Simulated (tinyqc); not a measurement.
Inside a calculation. Method: LDA (VWN5) atom on a uniform radial grid, spin-unpolarised, for Be(2+). Computed by tinyqc, a small Python program that keeps every step. Settings: Z = 4, points = 256, R = 6.5, functional = lda,vwn, mixing = 1.0, iteration cap = 73. Command: `OMP_NUM_THREADS=1 python tinyqc.py 31550 31551 out.jsonl` (the two numbers bound the seeds that draw the settings). One thread of a shared host (Intel(R) Xeon(R) Processor @ 2.60GHz), about 0.1 s of CPU time with the checks. Later iterations appear only in the table of the cycle.

## Iteration 1

Spherical atom on a uniform radial grid r_j = j h with h = R/(N + 1), h sum u^2 = 1 and integrals as h times sums, u(0) = u(R) = 0 (atomic units):

| parameter | value |
|---|---|
| Z | 4 |
| points N | 256 |
| R | 6.500000 |
| h | 0.025292 |
| mixing | 1.000000 |
| electrons in 1s | 2 |

Three-point differences turn -u''/2 + [l(l+1)/2r^2 - Z/r + V] u = e u into a tridiagonal matrix (diagonal 1/h^2 + potential, off-diagonal -1/2h^2). D = sum f u^2; the Hartree potential y/r solves y'' = -D/r with y(0) = 0, y(R) = N_e; v_xc comes from rho = D/(4 pi r^2); E = sum f e - int D V + int D (V_H/2 + eps_xc); V(new) = V + mixing (V_H + v_xc - V).

eigenvalues (hartree): 1s -7.979634

Every 16th grid point:

| r | V in | u(1s) | D | V_H | v_xc |
|---|---|---|---|---|---|
| 0.404669 | 0.000000 | 1.283293 | 3.293681 | 4.432896 | -1.235959 |
| 0.809339 | 0.000000 | 0.509996 | 0.520192 | 2.454893 | -0.449484 |
| 1.214008 | 0.000000 | 0.152009 | 0.046213 | 1.646845 | -0.168538 |
| 1.618677 | 0.000000 | 0.040273 | 0.003244 | 1.235555 | -0.064191 |
| 2.023346 | 0.000000 | 0.010003 | 0.000200 | 0.988461 | -0.024208 |
| 2.428016 | 0.000000 | 0.002385 | 0.000011 | 0.823718 | -0.008893 |
| 2.832685 | 0.000000 | 0.000553 | 6.12e-07 | 0.706044 | -0.003181 |
| 3.237354 | 0.000000 | 0.000126 | 3.15e-08 | 0.617788 | -0.001116 |
| 3.642023 | 0.000000 | 0.000028 | 1.58e-09 | 0.549145 | -0.000387 |
| 4.046693 | 0.000000 | 0.000006 | 7.68e-11 | 0.494231 | -0.000133 |
| 4.451362 | 0.000000 | 1.35e-06 | 0 | 0.449301 | -0.000046 |
| 4.856031 | 0.000000 | 2.94e-07 | 0 | 0.411859 | 0.000000 |
| 5.260700 | 0.000000 | 6.32e-08 | 0 | 0.380178 | 0.000000 |
| 5.665370 | 0.000000 | 1.35e-08 | 0 | 0.353022 | 0.000000 |
| 6.070039 | 0.000000 | 2.77e-09 | 0 | 0.329487 | 0.000000 |
| 6.474708 | 0.000000 | 1.08e-10 | 0 | 0.308894 | 0.000000 |

total energy = -13.26114736 hartree

## Iteration 2

As before.

eigenvalues (hartree): 1s -4.581704

Every 16th grid point:

| r | V in | u(1s) | D | V_H | v_xc |
|---|---|---|---|---|---|
| 0.404669 | 3.196938 | 1.262387 | 3.187243 | 4.232226 | -1.223124 |
| 0.809339 | 2.005408 | 0.626528 | 0.785074 | 2.433776 | -0.510362 |
| 1.214008 | 1.478307 | 0.245069 | 0.120117 | 1.645026 | -0.224625 |
| 1.618677 | 1.171363 | 0.087464 | 0.015300 | 1.235408 | -0.101981 |
| 2.023346 | 0.964253 | 0.029779 | 0.001774 | 0.988449 | -0.046864 |
| 2.428016 | 0.814825 | 0.009856 | 0.000194 | 0.823717 | -0.021458 |
| 2.832685 | 0.702862 | 0.003202 | 0.000021 | 0.706044 | -0.009712 |
| 3.237354 | 0.616672 | 0.001026 | 2.11e-06 | 0.617788 | -0.004341 |
| 3.642023 | 0.548758 | 0.000326 | 2.12e-07 | 0.549145 | -0.001921 |
| 4.046693 | 0.494098 | 0.000102 | 2.10e-08 | 0.494231 | -0.000845 |
| 4.451362 | 0.449255 | 0.000032 | 2.05e-09 | 0.449301 | -0.000370 |
| 4.856031 | 0.411859 | 0.000010 | 1.98e-10 | 0.411859 | -0.000161 |
| 5.260700 | 0.380178 | 3.08e-06 | 1.90e-11 | 0.380178 | -0.000070 |
| 5.665370 | 0.353022 | 9.44e-07 | 0 | 0.353022 | -0.000031 |
| 6.070039 | 0.329487 | 2.69e-07 | 0 | 0.329487 | 0.000000 |
| 6.474708 | 0.308894 | 1.23e-08 | 0 | 0.308894 | 0.000000 |

total energy = -13.40277882 hartree

## Iteration 3

As before.

eigenvalues (hartree): 1s -4.824276

Every 16th grid point:

| r | V in | u(1s) | D | V_H | v_xc |
|---|---|---|---|---|---|
| 0.404669 | 3.009101 | 1.265688 | 3.203934 | 4.265063 | -1.225156 |
| 0.809339 | 1.923415 | 0.609777 | 0.743655 | 2.437519 | -0.501881 |
| 1.214008 | 1.420401 | 0.231451 | 0.107139 | 1.645396 | -0.217011 |
| 1.618677 | 1.133427 | 0.080074 | 0.012824 | 1.235443 | -0.096750 |
| 2.023346 | 0.941586 | 0.026396 | 0.001393 | 0.988452 | -0.043586 |
| 2.428016 | 0.802259 | 0.008452 | 0.000143 | 0.823717 | -0.019526 |
| 2.832685 | 0.696332 | 0.002655 | 0.000014 | 0.706044 | -0.008634 |
| 3.237354 | 0.613448 | 0.000823 | 1.35e-06 | 0.617788 | -0.003768 |
| 3.642023 | 0.547224 | 0.000252 | 1.27e-07 | 0.549145 | -0.001629 |
| 4.046693 | 0.493386 | 0.000077 | 1.18e-08 | 0.494231 | -0.000699 |
| 4.451362 | 0.448931 | 0.000023 | 1.08e-09 | 0.449301 | -0.000299 |
| 4.856031 | 0.411697 | 0.000007 | 9.75e-11 | 0.411859 | -0.000128 |
| 5.260700 | 0.380107 | 2.09e-06 | 0 | 0.380178 | -0.000054 |
| 5.665370 | 0.352991 | 6.20e-07 | 0 | 0.353022 | -0.000011 |
| 6.070039 | 0.329487 | 1.72e-07 | 0 | 0.329487 | 0.000000 |
| 6.474708 | 0.308894 | 7.76e-09 | 0 | 0.308894 | 0.000000 |

total energy = -13.40619998 hartree

## Convergence

Stop when input and output potentials agree to 1e-7.

Course of the cycle (hartree):

| iteration | E | e(1s) | largest \|V(out) - V(in)\| |
|---|---|---|---|
| 1 | -13.26114736 | -7.979634 | 4.76e+00 |
| 2 | -13.40277882 | -4.581704 | 5.86e-01 |
| 3 | -13.40619998 | -4.824276 | 9.27e-02 |
| 4 | -13.40628932 | -4.785016 | 1.50e-02 |
| 5 | -13.40629165 | -4.791331 | 2.42e-03 |
| 6 | -13.40629171 | -4.790312 | 3.90e-04 |
| 7 | -13.40629171 | -4.790476 | 6.29e-05 |
| 8 | -13.40629171 | -4.790450 | 1.01e-05 |
| 9 | -13.40629171 | -4.790454 | 1.64e-06 |
| 10 | -13.40629171 | -4.790453 | 2.64e-07 |
| 11 | -13.40629171 | -4.790453 | 4.26e-08 |

Converged in 11 iterations. A uniform grid resolves the cusp poorly: for a bare nucleus this grid gives 1s at -7.97963 against -Z^2/2 = -8 hartree. Before convergence this energy mixes input and output and is not variational, so it may rise towards its limit.
